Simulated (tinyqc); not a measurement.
Worked calculation: CIS on RHF in the sto-6g basis, for H3-, spin multiplicity 1. The basis has no diffuse functions, so it cannot describe the extra electron: this is an exercise in the method, not the real anion. One step of it, computed by the program tinyqc.

Task: CIS triplet states. Diagonalise A (1 hartree = 27.211386 eV); each vector has its largest component positive (the first on a tie).

CIS matrix A, triplet (hartree):
```
          1>3       2>3
1>3  0.578808  0.000039
2>3  0.000039  0.325213
```

Give: triplet excitation energies; lowest vectors.

Result:

triplet excitation energies (eV): 8.850  15.750

lowest vectors:
```
     state 1  state 2
1>3    0.000    1.000
2>3    1.000    0.000
```
